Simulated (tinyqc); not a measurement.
From results back to parameters: donors with valley-orbit split 1s states. Three cases, with inputs chosen for the exercise.

Problem. The electron density is given and ND is hidden.

Each donor binds at most one electron, in any of its states. For a site s, W_s = sum over its states of g exp(E/kT), and the ionised share is 1/(1 + W_s exp(eta)), eta = (EF - Ec)/kT; n = Nc F_1/2(eta); neutrality n + NA = ND x (mean ionised share); holes are neglected. Nc from N = 2 (m kB T/(4 pi c))^(3/2) with c = hbar^2/2m0, in 1/angstrom^3; times 1e24 for 1/cm^3, m = md. F_j(eta) = (1/Gamma(j + 1)) integral_0^infinity x^j dx/(1 + exp(x - eta)), which tends to exp(eta) for eta << 0.

Constants: hbar^2/2m0 = 3.80998211 eV angstrom^2; kB = 8.617333262e-05 eV/K.

Case 1.

Values chosen (near those of P in Si; not measured data):
- md = 1.082 m0 (density-of-states mass of the conduction band)
- E = (45.7, 33.9, 32.4) meV (binding energies of 1s(A1), 1s(T2), 1s(E))
- g = (2, 6, 4) (their degeneracies with spin)
- T = 300 K
- NA = 2.2e+15 1/cm^3 (compensating acceptors, all ionised)

n = 5.2339e+15 1/cm^3

Case 2.

Values chosen (near those of As in Si; not measured data):
- md = 1.056 m0 (density-of-states mass of the conduction band)
- E = (52.5, 31.6, 29.7) meV (binding energies of 1s(A1), 1s(T2), 1s(E))
- g = (2, 6, 4) (their degeneracies with spin)
- T = 225 K
- NA = 2.8e+13 1/cm^3 (compensating acceptors, all ionised)

n = 1.1658e+15 1/cm^3

Case 3.

Values chosen (near those of Sb in Si; not measured data):
- md = 1.055 m0 (density-of-states mass of the conduction band)
- E = (43, 32.9, 31) meV (binding energies of 1s(A1), 1s(T2), 1s(E))
- g = (2, 6, 4) (their degeneracies with spin)
- T = 300 K
- NA = 0 1/cm^3 (compensating acceptors, all ionised)

n = 1.7747e+17 1/cm^3

Find: eta; mean ionised share; ND.

Solution. n/Nc gives eta, eta and W_s give the ionised share, and ND = (n + NA)/share.

Case 1.

eta = -8.593
mean ionised share = 0.991
ND = 7.5e+15 1/cm^3

Case 2.

eta = -9.627
mean ionised share = 0.995
ND = 1.2e+15 1/cm^3

Case 3.

eta = -5.030
mean ionised share = 0.772
ND = 2.3e+17 1/cm^3

Computed by tinyqc, one run a case: `OMP_NUM_THREADS=1 python tinyqc.py N N+1 out.jsonl` with N = 1652645, 1652697, 1652726; one thread of a shared Intel(R) Xeon(R) Processor @ 2.30GHz, about 0.02 s a run at most.
